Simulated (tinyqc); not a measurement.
# All-pass ring resonator: what changes with what

A ring of length L = 2 pi Rr coupled to one bus waveguide: round-trip amplitude a = 10^(-al L/20), self-coupling t = sqrt(1 - k2). At detuning d from the resonance the round-trip phase is p = 2 pi d/FSR and the transmission T = (a^2 - 2 a t cos p + t^2)/(1 - 2 a t cos p + a^2 t^2). Lossless coupler, linear absorption only.

Parameters, values chosen for the exercise; values close to those of silicon nitride waveguides:
- lam = 1550 nm (cold resonance wavelength)
- Rr = 100 um (ring radius)
- ng = 2.05 (group index)
- al = 1.9 dB/cm (propagation loss)
- k2 = 0.083 (power coupling)
- dT = 2.7e-5 1/K (thermo-optic change of the effective index)
- Rt = 6 K/mW (thermal resistance)
- fa = 0.38 (share of the loss that heats the ring)
- Pin = 2 mW (input power)

Constants: c = 299792458 m/s. Results are converted to the units shown.

Each table varies one quantity; the others keep the values above.

## Effect of the ring radius

FSR = lam^2/(ng L), finesse F = pi sqrt(a t)/(1 - a t), FWHM = FSR/F, Q = lam/FWHM, Tmin = (a - t)^2/(1 - a t)^2, power build-up k2 a^2/(1 - a t)^2, optical bandwidth c/(lam Q).

The same in every row: t = 0.9576.

Effect of the ring radius:
```
Rr (um)       a        Q      Tmin  build-up  bandwidth (GHz)
33       0.9955  1.800e4    0.6568     37.66            10.75
54       0.9926  2.778e4    0.5005     33.40            6.963
87       0.9881  4.108e4    0.3219     28.02            4.708
140      0.9809  5.841e4    0.1481     21.71            3.311
230      0.9689  8.011e4   0.02442     14.95            2.414
370      0.9504  1.025e5  0.006388     9.281            1.886
600      0.9208  1.244e5   0.09671     5.038            1.554
```

What does the table show?

As Rr goes from 33 to 600 um, Q rises from 18000 to 1.24e5, Tmin goes from 0.657 through a minimum of 0.00639 (at Rr = 370 um among the rows listed) to 0.0967 and the build-up falls from 37.7 to 5.04. The ring is overcoupled (t < a) in 5 of the 7 rows; the dip is deepest where t and a cross. Bend loss, which grows for small rings, is left out.

## Line shape, cold and heated

FSR = lam^2/(ng L). The lost power (1 - T) Pin heats the ring by Rt fa (1 - T) Pin and shifts the resonance to longer wavelength by s = (lam dT/ng) times that rise; d = dl - s. The hot columns give T for the smallest and the largest self-consistent shift.

Results:
```
dl (pm)  T, cold  roots  smallest s (pm)  T there  largest s (pm)  T there
-51       0.9271      1            5.613   0.9397           5.613    0.9397
-27       0.7933      1            11.20   0.8796           11.20    0.8796
-14       0.5653      1            16.26   0.8253           16.26    0.8253
0         0.2686      1            23.41   0.7485           23.41    0.7485
10        0.4575      1            29.42   0.6839           29.42    0.6839
20        0.6943      1            36.00   0.6133           36.00    0.6133
30        0.8230      1            42.96   0.5385           42.96    0.5385
44        0.9054      1            53.03   0.4304           53.03    0.4304
85        0.9719      1            2.791   0.9700           2.791    0.9700
```

Estimate the missing row, dl = 61 pm.

Computed row:
```
dl (pm)  T, cold  roots  smallest s (pm)  T there  largest s (pm)  T there
61        0.9474      3            5.897   0.9367           64.81    0.3038
```

With this row back in the table: The cold line has FWHM = 33.9 pm and its dip at dl = 0; heated, the deepest listed dip lies at dl = 61 pm, and the largest possible shift is 68.1 pm, 2.0 FWHM. 1 row(s) have three roots: there the ring is bistable.

## Effect of the power coupling

Same model as above.

The same in every row: a = 0.9863.

Effect of the power coupling:
```
k2           t        Q      Tmin  build-up  bandwidth (GHz)
0.0034  0.9983  1.690e5    0.6076     14.08            1.144
0.0058  0.9971  1.568e5    0.4234     20.69            1.234
0.0099  0.9950  1.395e5    0.2195     28.01            1.387
0.017   0.9915  1.170e5   0.05369     33.95            1.653
0.029   0.9854  9.173e4  0.001162     35.84            2.108
0.049   0.9752  6.717e4   0.08567     32.81            2.880
0.084   0.9571  4.531e4    0.2734     26.07            4.269
0.14    0.9274  2.927e4    0.4783     18.72            6.607
0.24    0.8718  1.728e4    0.6686     11.89            11.19
```

As k2 goes from 0.0034 to 0.24, Q falls from 1.69e5 to 17300, Tmin goes from 0.608 through a minimum of 0.00116 (at k2 = 0.029 among the rows listed) to 0.669 and the build-up goes from 14.1 through a maximum of 35.8 (at k2 = 0.029 among the rows listed) to 11.9. The ring is overcoupled (t < a) in 5 of the 9 rows; the dip is deepest where t and a cross.

Program tinyqc, `OMP_NUM_THREADS=1 python tinyqc.py 2650114 2650115 out.jsonl`; Intel Xeon 2.30GHz, shared host, one thread, about 0.01 s.
